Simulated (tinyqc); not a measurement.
# Random telegraph noise from one oxide trap in a small MOSFET: what changes with what

An acceptor-like trap exchanges electrons with the channel. Inversion charge Q = Cox u, u = n Vt W0(exp((Vg - VT)/(n Vt))), W0 the Lambert function, n = nf, Cox = eps0 eox/tox; linear regime Id = (W/L) mu Q Vd. Relative to threshold the surface potential rises by Vt ln(u/u0) and the oxide voltage by the rest of Vg - VT, with u0 = n Vt W0(1).

Values chosen for this exercise; values of the order met in silicon transistors:
- T = 200 K (temperature)
- eox = 7.7 (relative permittivity of the gate insulator (close to silicon nitride))
- tox = 3.2 nm (insulator thickness)
- xt = 1.4 nm (depth of the trap from the channel interface)
- E0 = 0.29 eV (trap level above the channel Fermi level at threshold)
- s0 = 7e-17 cm^2 (capture prefactor)
- EB = 0.34 eV (capture barrier (lattice relaxation))
- lt = 0.12 nm (tunnelling decay length)
- vth = 1.5e7 cm/s (thermal velocity)
- zi = 2.8 nm (thickness of the inversion layer)
- VT = 0.51 V (threshold voltage)
- nf = 1.1 (body factor)
- W = 43 nm (gate width)
- L = 20 nm (gate length)
- mu = 250 cm^2/(V s) (mobility)
- asc = 0 V s (scattering coefficient of the charged trap)
- Vd = 0.1 V (drain voltage)
- Vg = 1.12 V (gate voltage)

Constants: q = 1.602176634e-19 C, kB = 1.380649e-23 J/K, Vt = kB T/q, eps0 = 8.8541878128e-14 F/cm where lengths are in cm. Results are converted to the units shown.

Each table varies one quantity; the others keep the values above.

## Time constants and noise against gate voltage

N = Cox u/q; dpsi = Vt ln(u/u0); E = E0 - dpsi - (xt/tox)(Vg - VT - dpsi); capture time tc = 1/[(N/zi) vth s0 exp(-xt/lt - EB/Vt)]; emission time te = tc exp(-E/Vt); occupancy te/(tc + te). A = W L; threshold step dV = q (1 - xt/tox)/(Cox A); gm/Id = 1/(u + n Vt); relative step dI/I = (gm/Id) dV + asc mu/A. fc = (1/tc + 1/te)/(2 pi); rms = (dI/I) sqrt(tc te)/(tc + te).

Time constants and noise against gate voltage:

| Vg (V) | E (eV) | tc (s) | te (s) | occupancy | dI/I (%) | fc (Hz) | rms dI/I (%) |
|---|---|---|---|---|---|---|---|
| 0.85 | 0.10936 | 2996.4 | 5.2575 | 0.0017516 | 1.6003 | 0.030325 | 0.066918 |
| 0.91 | 0.081375 | 2504.8 | 22.295 | 0.0088224 | 1.3514 | 0.0072022 | 0.12638 |
| 0.97 | 0.053640 | 2149.1 | 95.626 | 0.042600 | 1.1682 | 0.0017384 | 0.23592 |
| 1.03 | 0.026095 | 1880.3 | 413.68 | 0.18033 | 1.0279 | 4.6937e-4 | 0.39518 |
| 1.09 | -0.0013023 | 1670.4 | 1801.5 | 0.51888 | 0.91719 | 1.8362e-4 | 0.45827 |
| 1.15 | -0.028582 | 1502.1 | 7887.3 | 0.84003 | 0.82769 | 1.2614e-4 | 0.30342 |
| 1.21 | -0.055766 | 1364.1 | 34681 | 0.96216 | 0.75389 | 1.2126e-4 | 0.14386 |
| 1.27 | -0.082870 | 1249.1 | 1.5305e5 | 0.99190 | 0.69202 | 1.2846e-4 | 0.062012 |
| 1.33 | -0.10991 | 1151.8 | 6.7746e5 | 0.99830 | 0.63943 | 1.3842e-4 | 0.026320 |

Read the table: what changes, and by how much?

tc falls from 3000 to 1150 s as the channel fills and te rises from 5.26 to 6.77e5 s; they are equal at Vg = 1.09 V, where E = 0. The rms noise goes from 0.0669 through a maximum of 0.458 (at Vg = 1.09 V among the rows listed) to 0.0263 %. The slope -Vt d ln(tc/te)/dVg is 0.466 between the first two rows and 0.451 between the last two; it tends to xt/tox = 0.437 only when the surface potential stops moving.

## Effect of the depth of the trap from the channel interface

Same model as above.

Effect of the depth of the trap from the channel interface:

| xt (nm) | E (eV) | tc (s) | te (s) | occupancy | dI/I (%) | fc (Hz) | rms dI/I (%) |
|---|---|---|---|---|---|---|---|
| 0.16 | 0.19519 | 0.051458 | 6.2083e-7 | 1.2065e-5 | 1.4696 | 2.5636e5 | 0.0051047 |
| 0.48 | 0.14096 | 0.74058 | 2.0779e-4 | 2.8050e-4 | 1.3149 | 766.14 | 0.022020 |
| 0.8 | 0.086726 | 10.658 | 0.069549 | 0.0064830 | 1.1602 | 2.3033 | 0.093116 |
| 1.12 | 0.032496 | 153.39 | 23.278 | 0.13176 | 1.0055 | 0.0078746 | 0.34010 |
| 1.44 | -0.021734 | 2207.6 | 7791.2 | 0.77921 | 0.85085 | 9.2520e-5 | 0.35291 |
| 1.76 | -0.075964 | 31772 | 2.6077e6 | 0.98796 | 0.69615 | 5.0703e-6 | 0.075916 |
| 2.08 | -0.13019 | 4.5726e5 | 8.7282e8 | 0.99948 | 0.54145 | 3.4824e-7 | 0.012387 |

As xt goes from 0.16 to 2.08, tc rises from 0.0515 to 4.57e5 s, te rises from 6.21e-7 to 8.73e8 s and dI/I falls from 1.47 to 0.541 %. tc grows a decade every lt ln 10 = 0.276 nm of depth; traps spread evenly in depth therefore give corner frequencies spread evenly on a log scale, whose sum is 1/f noise if the traps contribute equal variances.

Range of the model: VT is taken as given; short-channel effects and the uneven flow of current among few electrons are left out.

Computed by the program tinyqc: `OMP_NUM_THREADS=1 python tinyqc.py 2710011 2710012 out.jsonl`, one thread of a shared Intel Xeon 2.30GHz, about 0.01 s for the whole run.
